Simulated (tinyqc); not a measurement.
Inside a calculation. Model: grain-boundary trapping model (Seto) of a polycrystalline semiconductor film. Computed by tinyqc, a small Python program that keeps every step. Command: `OMP_NUM_THREADS=1 python tinyqc.py 3017660 3017661 out.jsonl poly walk`. One thread of a shared host (Intel(R) Xeon(R) Processor @ 2.30GHz), about 0.01 s of CPU time with the checks. Intermediate numbers are printed to about 7 digits and carried at full precision; extremes and crossings named in words are read from the listed rows.

Grains of equal size L are joined by thin boundaries with one trap level. Trapped carriers deplete a width W on each side and raise a barrier, crossed by thermionic emission. Dopants are fully ionised, statistics are non-degenerate and mu_g does not depend on T.

Inputs (values chosen for the exercise, modelled on polycrystalline SiGe): permittivity eps = 13.5; effective mass m = 0.3 m_0; effective density of states at 300 K, N_c = 1.5e+19 1/cm^3; grain size L = 25 nm; trap density Q_t = 4.7e+12 1/cm^2; trap level E_t below the band edge = 0.28 eV; doping N = 8e+17 1/cm^3; mobility inside the grains mu_g = 180 cm^2/(V s); temperature T = 200 K.

Grain interior: resistance included.

Constants: e = 1.602176634e-19 C; eps_0 = 8.8541878128e-12 F/m; k_B = 8.617333262e-05 eV/K; m_0 = 9.1093837015e-31 kg; k_B = 1.380649e-23 J/K.

## Critical doping

If all traps fill, the grain is just depleted at N* = Q_t/L, with the barrier e Q_t L/(8 eps eps_0).

N* = 1.88e+18 1/cm^3

barrier at N* with all traps filled = 0.1968683 V

The traps stay filled only while e V_B is below E_t - k_B T ln(N_c(T)/N*) = 0.255 eV. The barrier above stays below that, so nearly all traps can fill.

## Barrier

N_c(T) = N_c (T/300 K)^(3/2). Filled traps Q = Q_t/(1 + (1/2) exp((E_t* - E_F)/k_B T)), where E_t* = e V_B - E_t and E_F are counted from the band edge at the grain centre. Partial depletion: Q = 2 N W, V_B = e N W^2/(2 eps eps_0), E_F = k_B T ln(N/N_c); solve for W. If that W would exceed L/2 the grain is fully depleted: W = L/2, Q = N L, and E_F follows from the trap equation. Centre density n_0 = N_c exp(E_F/k_B T).

depletion width W = 12.5 nm

barrier V_B = 0.08377374 V

E_F = -0.2133446 eV

centre density n_0 = 3.434840e+13 1/cm^3

The grain is fully depleted, and n_0 is 4.29e-5 of N.

## Resistivity and effective mobility

Boundary: sigma_b = L e^2 n_0 exp(-e V_B/k_B T)/sqrt(2 pi m k_B T); drift through the grain, depleted parts included: rho_g = [(1 - 2W/L) + (2W/L) int_0^1 exp(y^2 s^2) ds]/(e n_0 mu_g); rho = 1/sigma_b + rho_g. Mean carrier density n_av = n_0 [(1 - 2W/L) + (2W/L) (sqrt(pi)/2) erf(y)/y], y = sqrt(e V_B/k_B T); effective mobility 1/(e n_av rho).

boundary resistivity = 40335.71 ohm cm

drift resistivity rho_g = 15593.37 ohm cm

resistivity rho = 55929.08 ohm cm

mean carrier density = 1.378184e+13 1/cm^3

effective mobility = 8.097382 cm^2/(V s)

A single crystal with the same N and mu_g would have 0.0433 ohm cm, a factor 1.29e6 lower.

## Activation energy

E_a = d ln(rho)/d(1/k_B T) from T - 5 K and T + 5 K; temperature coefficient d ln(rho)/dT.

activation energy E_a = 0.2939571 eV

temperature coefficient = -8.533410 %/K

E_a is close to the trap depth E_t = 0.28 eV, since carriers must leave the traps.

## Against the doping

The formulas are those given above.

The same film:
```
N (1/cm^3)    W (nm)    V_B (V)  mean density (1/cm^3)  mobility (cm^2/(V s))  rho (ohm cm)
5.60e+16    12.50000  0.0058642           1.390262e+10           1.285234e+02  3.493098e+06
1.90e+17    12.50000  0.0198963           9.205023e+10           9.835311e+01  6.894085e+05
4.70e+17    12.50000  0.0492171           1.073088e+12           3.777843e+01  1.539609e+05
9.40e+17    12.50000  0.0984341           4.022764e+13           3.934044e+00  3.943900e+04
1.50e+18    12.50000  0.1570758           3.778861e+15           1.834594e-01  9.003028e+03
2.30e+18    10.19989  0.1603675           9.684695e+17           1.091712e-01  5.903313e+01
3.80e+18     6.18404  0.0973928           2.620365e+18           2.542305e+00  9.369151e-01
7.50e+18     3.13333  0.0493482           6.588168e+18           2.868773e+01  3.302394e-02
1.90e+19     1.23684  0.0194796           1.847918e+19           9.196672e+01  3.672621e-03
7.50e+19     0.31333  0.0049348           7.483498e+19           1.275214e+02  6.540363e-04
```

The barrier peaks among these rows at N = 2.3e18 (0.160 V) and the mobility has its minimum at 2.3e18; N* is 1.9e18. While the grain is fully depleted (W = L/2) V_B grows as N; once all traps are filled it falls as 1/N (last exponent -1.00). Partly depleted rows (W < L/2) with e V_B below 2 k_B T stretch the depletion approximation. Where N approaches N_c the non-degenerate statistics fail. rho drops most steeply, as N^-11.8, between 1.5e18 and 2.3e18.

Checks made by the program: charge in the traps against the depleted charge (relative difference below 1e-10).
